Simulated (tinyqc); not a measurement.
# Dopant mobility from one pulse

Inverse problem. With linear drift and no window, R = Ron x + Roff (1 - x), dx/dt = k i, k = mv Ron/D^2, and so R^2 = R0^2 - 2 k (Roff - Ron) phi after the flux phi. Find x0, k, mv and the charge passed.

Parameters, values chosen for the exercise: resistance of the fully doped film Ron = 500 ohm; resistance of the undoped film Roff = 20000 ohm; film thickness D = 15 nm.

R before and after a pulse of flux 0.02 V s (ohm): [12980, 9957.2620]

Solution. R^2 is linear in the flux and R is linear in the charge.

x0 = 0.360
k = 8.89e4 1/C
mv = 4.00e-14 m^2/(V s)
charge = 1.74 uC

Computed by the program tinyqc: `OMP_NUM_THREADS=1 python tinyqc.py 2880120 2880121 out.jsonl`, one thread of a shared Intel Xeon 2.30GHz, about 0.2 s for the whole run.
